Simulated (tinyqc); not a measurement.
Gate work function from the charge.

Question. For an undoped double gate, Q = 8 eps0 eps_r Vt beta tan(beta)/ts with 0 < beta < pi/2, and at the source (Vg - dphi)/(2 Vt) - ln[(2/ts) sqrt(2 eps0 eps_r Vt/(q ni))] = ln(beta) - ln(cos beta) + 2 r beta tan(beta), r = eps_r tox/(eox ts). Find beta and dphi.

Parameters, values chosen for the exercise; material values close to those of silicon:
```
symbol  value  unit                                      meaning
T         300     K                                  temperature
eps_r    11.6         relative permittivity of the semiconductor
eox      9.14        relative permittivity of the gate insulator
tox       2.4    nm                          insulator thickness
ts          6    nm                               body thickness
Vg       0.84     V                                 gate voltage
```

Constants: q = 1.602176634e-19 C, kB = 1.380649e-23 J/K, Vt = kB T/q, eps0 = 8.8541878128e-14 F/cm where lengths are in cm. Results are converted to the units shown.

Qs = 2461.7922 nC/cm^2
ni = 8.6369214e9 cm^-3

Answer. beta tan(beta) rises from 0 without bound on the interval, so the charge fixes beta; the second relation is then explicit in dphi. At this charge the surface density passes 0.3 Nc, so the classical Boltzmann model is only formal.

beta = 1.376
dphi = -0.1400 V

tinyqc, about 0.03 s, one thread, Intel Xeon 2.30GHz (shared host): `OMP_NUM_THREADS=1 python tinyqc.py 2440121 2440122 out.jsonl`
